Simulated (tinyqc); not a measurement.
# Input admittance of a MOSFET at zero drain bias: distributed channel and distributed gate: effects of single changes

Source and drain grounded, strong inversion, w = 2 pi f, Cox = eps0 eox/tox. The channel is an RC line of resistance 1/(mu Cox Vo) per square fed from both ends, so one finger has the intrinsic admittance y = i w Cox L tanh(g)/g per width, g = (1/2) sqrt(i w tau), tau = L^2/(mu Vo). The vertical resistance rv/L is in series with y, the overlaps 2 i w Cov in parallel: y_t = 1/(1/y + rv/L) + 2 i w Cov. The gate strip is a line of Rsh/L per length loaded by y_t, so a finger has Y = y_t Wf tanh(k)/k, k = (Wf/sd) sqrt(y_t Rsh/L); the device has Nf Y.

Values chosen for this exercise; values of the order met in silicon radio-frequency transistors:
```
symbol,value,unit,meaning
eox,9.15,,relative permittivity of the gate insulator (close to aluminium oxide)
tox,18,nm,insulator thickness
L,1.3,um,channel length
Wf,0.86,um,finger width
Nf,64,,number of fingers
mu,370,cm^2/(V s),channel mobility
Vo,0.24,V,gate overdrive
Rsh,11,ohm/square,sheet resistance of the gate
rv,0,ohm um^2,vertical resistivity of the gate stack
sd,2,,number of ends at which a finger is contacted
Cov,0.15,fF/um,overlap and fringe capacitance on each side
f,1.9,GHz,frequency
```

Constants: eps0 = 8.8541878128e-14 F/cm where lengths are in cm. Results are converted to the units shown.

Each table varies one quantity; the others keep the values above.

## Input impedance against frequency

Low-frequency limits, with c = Cox L and ct = c + 2 Cov: R_strip = Rsh Wf/(3 sd^2 L Nf), R_ch = (c/ct)^2 L/(12 mu Cox Vo Wf Nf), R_vert = (c/ct)^2 rv/(L Wf Nf), C = ct Wf Nf. Z = 1/(Nf Y) = R + 1/(i w C), Q = |Im Z|/R, far-point signal |1/cosh k|.

The same in every row: low-frequency R (ohm) = 44.57.

Input impedance against frequency:
```
f (GHz),w tau,|k|,R (ohm),C (fF),Q,signal at the far point
0.02,0.02392,0.001100,44.57,338.6,527.4,1.000
0.05,0.05979,0.001739,44.57,338.6,211.0,1.000
0.1,0.1196,0.002459,44.57,338.6,105.5,1.000
0.4,0.4783,0.004915,44.56,338.4,26.38,1.000
1,1.196,0.007750,44.53,337.8,10.58,1.000
3,3.587,0.01309,44.26,331.6,3.615,1.000
8,9.566,0.01893,42.48,296.7,1.578,0.9999
20,23.92,0.02328,34.84,203.0,1.125,0.9998
60,71.75,0.03073,18.32,111.0,1.305,0.9997
```

Read the table: what changes, and by how much?

R falls from 44.6 to 18.3 ohm and C falls from 339 to 111 fF. Q goes as f^(-1.00) between the first two rows and f^(0.13) between the last two, where w tau = 71.7 and |k| = 0.0307. The low-frequency limits hold both R and C within 5 % up to f = 3 GHz among the rows.

## Effect of the gate overdrive

Same model as above.

Effect of the gate overdrive:
```
Vo (V),w tau,|k|,R (ohm),low-frequency R (ohm),C (fF),Q,signal at the far point
0.2,2.726,0.01054,53.26,53.48,334.5,4.702,1.000
0.35,1.558,0.01066,30.52,30.56,337.2,8.138,1.000
0.5,1.091,0.01069,21.38,21.40,337.9,11.59,1.000
0.65,0.8389,0.01070,16.46,16.46,338.2,15.05,1.000
0.8,0.6816,0.01071,13.37,13.38,338.3,18.51,1.000
0.95,0.5740,0.01071,11.26,11.27,338.4,21.98,1.000
1.1,0.4957,0.01071,9.730,9.732,338.4,25.44,1.000
1.25,0.4362,0.01071,8.564,8.565,338.5,28.90,1.000
```

What does the table show?

As Vo goes from 0.2 to 1.25, R falls from 53.3 to 8.56 ohm, C rises from 334 to 338 fF and Q rises from 4.70 to 28.9. Only the channel term depends on Vo.

tinyqc, about 0.01 s, one thread, Intel Xeon 2.30GHz (shared host): `OMP_NUM_THREADS=1 python tinyqc.py 2262137 2262138 out.jsonl`
